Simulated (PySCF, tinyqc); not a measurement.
Worked calculation: FCI on RHF in the sto-6g basis, for H2, spin multiplicity 1. The lowest restricted solution is unstable here: a spin-polarised one lies 0.0007 hartree lower (PySCF). One step of it, computed by the program tinyqc.

Problem. Integrals over molecular orbitals. (pq|rs) = sum C_ip C_jq C_kr C_ls (ij|kl), one index at a time.

coefficients C:
```
,MO1,MO2
1H 1s,0.598351,0.910262
2H 1s,0.598351,-0.910262
```

core Hamiltonian H = T + V (hartree):
```
,1H 1s,2H 1s
1H 1s,-0.912104,-0.527522
2H 1s,-0.527522,-0.912104
```

Two-electron integrals (ij|kl) in chemists' order, unique and non-zero (hartree):
```
i,j,k,l,(ij|kl)
1,1,1,1,0.774999
2,1,1,1,0.233676
2,1,2,1,0.096208
2,2,1,1,0.422891
2,2,2,1,0.233676
2,2,2,2,0.774999
```

Give: one-electron integrals over orbitals h = C^T H C; Two-electron integrals over orbitals.

Solution.

one-electron integrals over orbitals h = C^T H C (hartree):
```
,1,2
1,-1.0308,0.0000
2,0.0000,-0.6373
```

Two-electron integrals over orbitals (pq|rs), unique and non-zero (hartree):
```
p,q,r,s,(pq|rs)
1,1,1,1,0.5960
2,1,2,1,0.2089
2,2,1,1,0.5965
2,2,2,2,0.6256
```
